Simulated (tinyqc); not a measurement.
Stark shift: quantum well in an electric field by finite differences.

Finite differences on points z_i at the centres of cells of width h: H_ii = (c/h^2)(1/m_(i-1/2) + 1/m_(i+1/2)) + V_i, H_(i,i+1) = -(c/h^2)/m_(i+1/2), where m_(i+1/2) is the mean of the masses at the two points (the end values are repeated outwards), psi = 0 on the points beyond both ends, c = hbar^2/2m0. The field adds e F (z - z0) with z0 the middle of the structure; 1 kV/cm = 1e-5 eV/angstrom.

Constants: hbar^2/2m0 = 3.80998211 eV angstrom^2.

Parameters, chosen for this exercise (out of a larger set: near those of a non-polar GaN well in AlGaN; not measured data): layers = ((27, 0.3, 0.224), (54, 0, 0.203), (27, 0.3, 0.224)) (each layer: thickness in angstrom, band edge in eV, mass in m0); hf = 0.5625 angstrom (cell width of the fine grid); Fs = (0, 33.3, 66.7, 100, 133, 167, 200) kV/cm (fields).

Fine grid. Perturbation theory: dE1 = e F z_11 - beta (e F)^2 with beta = sum_j z_1j^2/(E_j - E_1) over the 13 next levels at zero field, z from z0.

Levels against field:
```
F (kV/cm)  E1 (eV)  E2 (eV)  dE1 (meV)  second order (meV)  <z - z0> (angstrom)  E2 - E1 (meV)
0           0.0369   0.1433       0.00                0.00                  0.0          106.4
33.3        0.0367   0.1433      -0.18               -0.18                 -1.1          106.6
66.7        0.0361   0.1433      -0.72               -0.72                 -2.2          107.1
100         0.0353   0.1433      -1.61               -1.62                 -3.2          108.1
133         0.0340   0.1434      -2.84               -2.87                 -4.2          109.4
167         0.0324   0.1434      -4.45               -4.52                 -5.2          111.0
200         0.0305   0.1434      -6.33               -6.49                 -6.2          112.9
```

z_11 = 0.00 angstrom
beta = 1622 angstrom^2/eV

At zero field the state is centred, so the shift starts as F^2; it turns linear only if the state is pulled to one side. At 200 kV/cm E1 has moved by -6.33 meV, where second order gives -6.49 meV; they differ by 2.4 % there. The electron moves by -6.2 angstrom, against the rise of the potential. E2 - E1 grows with the field; the ends are 106.4 and 112.9 meV.

tinyqc: `OMP_NUM_THREADS=1 python tinyqc.py 1280152 1280153 out.jsonl`; about 0.04 s, one thread, shared Intel(R) Xeon(R) Processor @ 2.30GHz.
